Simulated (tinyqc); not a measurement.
Mass anisotropy: shallow donor in an anisotropic valley (effective-mass theory).

One valley: H = -c [(d2/dx2 + d2/dy2)/mt + (d2/dz2)/ml] - q/(eps r), c = hbar^2/2m0, q = e^2/(4 pi eps0). Trial function exp(-sqrt((x^2 + y^2)/a^2 + z^2/b^2)) with a > b: T = (c/3)(2/(mt a^2) + 1/(ml b^2)), V = -(q/eps) atan(u/b)/u, u = sqrt(a^2 - b^2). The central cell of the impurity is left out.

Constants: hbar^2/2m0 = 3.80998211 eV angstrom^2; e^2/(4 pi eps0) = 14.39964547 eV angstrom; Ry = 13.60569312 eV; a0 (Bohr radius) = 0.5291772105 angstrom.

Values chosen for the exercise (out of a larger set: near those of AlAs; not measured data): mt = 0.189 m0 (transverse mass); eps = 10 (dielectric constant); xs = (1.6, 2.1, 3.1, 6.2, 7.7, 21, 62, 260) (ratios ml/mt).

mt and eps fixed, ml varied. Energies in units of Ry*(mt) = Ry mt/eps^2 and lengths in a*(mt) = a0 eps/mt; the last two columns use one mass, 3/(1/ml + 2/mt) or (ml mt^2)^(1/3).

Results:
```
ml/mt   a/a*    b/a  binding  conductivity mass  density-of-states mass
1.60   0.908  0.846    1.162              1.143                   1.170
2.10   0.862  0.768    1.259              1.212                   1.281
3.10   0.804  0.670    1.401              1.292                   1.458
6.20   0.720  0.526    1.660              1.388                   1.837
7.70   0.698  0.488    1.742              1.409                   1.975
21.0   0.616  0.345    2.107              1.465                   2.759
62.0   0.556  0.238    2.464              1.488                   3.958
260    0.505  0.147    2.852              1.497                   6.383
```

The binding grows from 1.16 to 2.85 Ry*(mt); for ml going to infinity the exact problem becomes two-dimensional, with 4 Ry*. The conductivity mass saturates at 1.5 and underbinds, by 16 % at ml/mt = 6.2; the density-of-states mass errs by +11 % there and by +124 % in the last row. With these mt and eps one unit is 25.71 meV.

Program tinyqc; command `OMP_NUM_THREADS=1 python tinyqc.py 1281162 1281163 out.jsonl`; about 0.01 s on one thread of a shared Intel(R) Xeon(R) Processor @ 2.30GHz.
